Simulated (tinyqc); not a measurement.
# Free and trapped electrons in a MOS channel with a dense trap tail: free and trapped charge against gate voltage

p-type body, charge-sheet picture, full ionisation (an idealisation for deep acceptors), Boltzmann statistics for free electrons. e = Ec - EF at the surface. Acceptor-like traps of density D(E) = D0 + De exp(-E/Ew) at depth E below Ec, from 0 to Eu, hold n_t = integral of D(E)/(1 + exp((e - E)/Vt)). psi = Eg - Vt ln(Nv/Na) - e; N_dep = sqrt(2 eps0 eps_r Na (psi - Vt)/q); n_f = sqrt(N_dep^2 + 2 eps0 eps_r Vt Nc exp(-e/Vt)/q) - N_dep; Vg = Vfb + psi + q (N_dep + n_t + n_f)/Cox, Cox = eps0 eox/tox.

Free share n_f/(n_f + n_t); swing ln 10 n_f/(dn_f/dVg); field-effect mobility mf q (dn_f/dVg)/Cox, for a constant mf; oxide field q (N_dep + n_t + n_f)/(eps0 eox).

Parameters, values chosen for the exercise; band and dielectric values close to those of silicon: temperature T = 300 K; band gap Eg = 1.14 eV; relative permittivity eps_r = 11.5; conduction-band density of states at T Nc = 2.8e19 cm^-3; valence-band density of states at T Nv = 2.69e19 cm^-3; relative permittivity of the insulator eox = 3.9; insulator thickness tox = 61 nm; acceptor density Na = 1.4e17 cm^-3; flat-band voltage without trapped charge Vfb = -0.97 V; constant background density of acceptor-like traps D0 = 1.7e11 cm^-2 eV^-1; density of the tail at the conduction edge De = 6.9e13 cm^-2 eV^-1; decay energy of the tail Ew = 0.09 eV; depth below Ec down to which the traps reach Eu = 0.66 eV; mobility of free electrons mf = 100 cm^2/(V s).

Constants: q = 1.602176634e-19 C, kB = 1.380649e-23 J/K, Vt = kB T/q, eps0 = 8.8541878128e-14 F/cm where lengths are in cm. Results are converted to the units shown.

Results:

| Vg (V) | e (eV) | n_f (cm^-2) | n_t (cm^-2) | free share (%) | swing (mV/decade) | field-effect mobility (cm^2/(V s)) | oxide field (MV/cm) |
|---|---|---|---|---|---|---|---|
| 2.9 | 0.3934 | 1.109e6 | 1.315e11 | 8.438e-4 | 413.1 | 0.001750 | 0.5343 |
| 4.9 | 0.2270 | 6.120e8 | 6.426e11 | 0.09514 | 1316 | 0.3031 | 0.8349 |
| 6.9 | 0.1610 | 7.508e9 | 1.269e12 | 0.5880 | 2510 | 1.949 | 1.152 |
| 8.9 | 0.1219 | 3.296e10 | 1.908e12 | 1.698 | 3830 | 5.609 | 1.473 |
| 11 | 0.09331 | 9.558e10 | 2.557e12 | 3.603 | 5370 | 11.60 | 1.813 |
| 15 | 0.05580 | 3.632e11 | 3.663e12 | 9.021 | 8823 | 26.83 | 2.463 |
| 17 | 0.04156 | 5.825e11 | 4.136e12 | 12.35 | 1.076e4 | 35.29 | 2.788 |
| 19 | 0.02909 | 8.625e11 | 4.549e12 | 15.94 | 1.278e4 | 43.98 | 3.114 |

Estimate the missing row, Vg = 13 V.

Computed row:

| Vg (V) | e (eV) | n_f (cm^-2) | n_t (cm^-2) | free share (%) | swing (mV/decade) | field-effect mobility (cm^2/(V s)) | oxide field (MV/cm) |
|---|---|---|---|---|---|---|---|
| 13 | 0.07261 | 2.023e11 | 3.135e12 | 6.063 | 7014 | 18.80 | 2.137 |

With this row back in the table: n_f reaches 1e11 cm^-2 at Vg = 11.1 V, against 3.78 V without traps. The free share rises from 8.44e-4 to 15.9 % and the field-effect mobility rises from 0.00175 to 44.0 cm^2/(V s), although mf = 100 is constant: in the last row 44.0 % of Cox dVg goes into free electrons. The swing in the first row is 413 mV a decade (Vt ln 10 = 59.5). For Vg = 17, 19 EF lies less than 2 Vt below the band edge, or above it, where degeneracy and confinement, left out, matter.

Computed by the program tinyqc: `OMP_NUM_THREADS=1 python tinyqc.py 2222222 2222223 out.jsonl`, one thread of a shared Intel Xeon 2.30GHz, about 0.02 s for the whole run.
